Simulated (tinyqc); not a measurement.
From results back to parameters: Bethe-Salpeter matrix of a two-band chain (Tamm-Dancoff form). Four cases, with inputs chosen for the exercise.

Problem. Free pairs form the band Eg + 2t (1 - cos k). An infinite chain with attraction U in the same cell only has a bound pair with binding Eb = S - 2t and weight f = U/S at R = 0, where S = sqrt(4 t^2 + U^2). Both were computed from hidden U and t.

Case 1.

Eb = 0.129433 eV
f = 0.418608

Case 2.

Eb = 0.350428 eV
f = 0.582754

Case 3.

Eb = 0.139423 eV
f = 0.500278

Case 4.

Eb = 0.547969 eV
f = 0.532516

Find: S; U; t.

Solution. 2t = S sqrt(1 - f^2), so S = Eb/(1 - sqrt(1 - f^2)) and U = f S.

Case 1.

S = 1.409 eV
U = 0.59 eV
t = 0.64 eV

Case 2.

S = 1.870 eV
U = 1.09 eV
t = 0.76 eV

Case 3.

S = 1.039 eV
U = 0.52 eV
t = 0.45 eV

Case 4.

S = 3.568 eV
U = 1.90 eV
t = 1.51 eV

Computed by tinyqc, one run a case: `OMP_NUM_THREADS=1 python tinyqc.py N N+1 out.jsonl` with N = 1250636, 1250702, 1250909, 1250917; one thread of a shared Intel(R) Xeon(R) Processor @ 2.30GHz, about 0.2 s a run at most.
